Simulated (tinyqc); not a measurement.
What moves the carrier density: donors with valley-orbit split 1s states.

Each donor binds at most one electron, in any of its states. For a site s, W_s = sum over its states of g exp(E/kT), and the ionised share is 1/(1 + W_s exp(eta)), eta = (EF - Ec)/kT; n = Nc F_1/2(eta); neutrality n + NA = ND x (mean ionised share); holes are neglected. Nc from N = 2 (m kB T/(4 pi c))^(3/2) with c = hbar^2/2m0, in 1/angstrom^3; times 1e24 for 1/cm^3, m = md. F_j(eta) = (1/Gamma(j + 1)) integral_0^infinity x^j dx/(1 + exp(x - eta)), which tends to exp(eta) for eta << 0.

Mobility (Caughey-Thomas form): mu = mu0 + (mu1 (T/300)^(-ga) - mu0)/(1 + ((ND + NA)/Nr)^de); rho = 1/(e n mu), e = 1.602176634e-19 C.

Constants: hbar^2/2m0 = 3.80998211 eV angstrom^2; kB = 8.617333262e-05 eV/K.

Parameters, chosen for this exercise (near those of As in Si; not measured data): md = 1.07 m0 (density-of-states mass of the conduction band); E = (53.3, 32.3, 30.4) meV (binding energies of 1s(A1), 1s(T2), 1s(E)); g = (2, 6, 4) (their degeneracies with spin); ND = 4.8e+16 1/cm^3 (donors); NA = 0 1/cm^3 (compensating acceptors, all ionised); T = 200 K; mu0 = 64 cm^2/(V s) (mobility at heavy doping); mu1 = 1422 cm^2/(V s) (mobility at light doping and 300 K); Nr = 1.1e+17 1/cm^3 (reference doping); de = 0.72 (doping exponent); ga = 2.3 (temperature exponent).

All results formed anew.

One parameter was then changed.

Results before and after:

| case | eta | n (1/cm^3) | rho (ohm cm) |
|---|---|---|---|
| base | -5.988 | 3.788e+16 | 0.07001 |
| changed | -6.012 | 3.700e+16 | 0.07168 |

Which of these changes was made? (a) md = 1.177 m0; (b) E = (58.3, 32.3, 30.4) meV; (c) Nr = 2.2e+17 1/cm^3; (d) ND = 9.6e+16 1/cm^3; (e) T = 230 K; (f) NA = 4.8e+15 1/cm^3.

Answer: (b) E = (58.3, 32.3, 30.4) meV. Of the candidates, run in turn, only this one gives the changed row.

All candidates:

| case | eta | n (1/cm^3) | rho (ohm cm) |
|---|---|---|---|
| base | -5.988 | 3.788e+16 | 0.07001 |
| E = (58.3, 32.3, 30.4) meV | -6.012 | 3.700e+16 | 0.07168 |
| md = 1.177 m0 | -6.107 | 3.880e+16 | 0.06836 |
| ND = 9.6e+16 1/cm^3 | -5.438 | 6.562e+16 | 0.04940 |
| NA = 4.8e+15 1/cm^3 | -6.098 | 3.393e+16 | 0.08008 |
| T = 230 K | -6.121 | 4.093e+16 | 0.08904 |
| Nr = 2.2e+17 1/cm^3 | -5.988 | 3.788e+16 | 0.06048 |

tinyqc: `OMP_NUM_THREADS=1 python tinyqc.py 1680613 1680614 out.jsonl`; about 0.01 s, one thread, shared Intel(R) Xeon(R) Processor @ 2.30GHz.
